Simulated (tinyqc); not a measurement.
On-chip power grid, static voltage drop by conjugate gradients: one step of the calculation.

A grid of 4 rows and 4 columns, node k = 4 row + column. Neighbours in a row are joined by Rx, in a column by Ry; pad nodes, which reach the supply through Rp: 0, 12. Each node draws I0, node 1 draws kh I0. The drops u = Vdd - V solve G u = i, with G the conductance matrix (1/Rp added on the diagonal at pad nodes).

Question. Worst drop, pad currents and power lost. Pad current u/Rp; worst drop as a share of Vdd; power lost in the grid and pads sum_k i_k u_k; power delivered sum_k i_k (Vdd - u_k).

Parameters, values chosen for the exercise: supply voltage Vdd = 0.8 V; resistance from a pad node to the supply Rp = 0.033 ohm; load current of an ordinary node I0 = 12 mA; factor on the load at the hot node kh = 8.

converged u (mV):
```
           col 0      col 1      col 2      col 3
row 0   5.431865  35.497668  41.177642  43.933869
row 1  30.979480  36.716886  40.936681  43.163548
row 2  28.916891  33.251754  37.513376  39.950125
row 3   3.676135  20.538063  30.376671  34.956828
```

Find: worst drop; share of Vdd; pad currents; power lost; power delivered.

Answer.

worst drop = 43.93 mV
share of Vdd = 5.492 %
pad currents (mA): node 0 164.6, node 12 111.4
power lost = 9.066 mW
power delivered = 211.7 mW

The pad currents add up to the total load, 276.0 mA. The worst drop is at node 3, not at the hot node.

Program tinyqc, `OMP_NUM_THREADS=1 python tinyqc.py 2770141 2770142 out.jsonl`; Intel Xeon 2.30GHz, shared host, one thread, about 0.1 s.
